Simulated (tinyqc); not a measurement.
Which substrate gives the strongest standing wave: standing waves and exposure in a photoresist film.

Values chosen for the exercise:
- lam = 365 nm (vacuum wavelength)
- n1 = 1.72 (resist index)
- A = 0.55 1/micrometre (bleachable absorption (Dill A))
- B = 0.04 1/micrometre (fixed absorption (Dill B))

r12 = (N1 - Ns)/(N1 + Ns) with N1 = n1 + i (A + B) lam/(4 pi), lam in micrometres, and Ns = ns + i ks chosen for the exercise, each substrate thick; contrast 2|r|/(1 + |r|^2); the intensity at the interface relative to the forward wave is |1 + r12|^2.

Results:
```
case            ns     ks  |r12|^2  contrast  phase (degrees)  |1 + r12|^2
near Al      0.409  4.319   0.8667     0.997           -136.9        0.507
near Cu      1.257  1.919   0.3038     0.846           -109.4        0.938
near W       3.386  2.439   0.2692     0.818           -150.2        0.369
near polySi  4.981  2.529   0.3297     0.864           -163.2        0.230
near Si3N4   2.054  0.000   0.0079     0.176            176.8        0.831
```

What can be read from this table?

The strongest reflector is the case near Al (0.867) and the weakest near Si3N4 (0.0079). The intensity at the interface depends on the phase too: it is lowest for the case near polySi (0.230, phase -163 degrees) and highest for near Cu (0.938); a strong reflector with a phase of 180 degrees would put a node there.

(tinyqc, `OMP_NUM_THREADS=1 python tinyqc.py 1650466 1650467 out.jsonl`, Intel(R) Xeon(R) Processor @ 2.30GHz, 1 thread, shared host, about 0.01 s.)
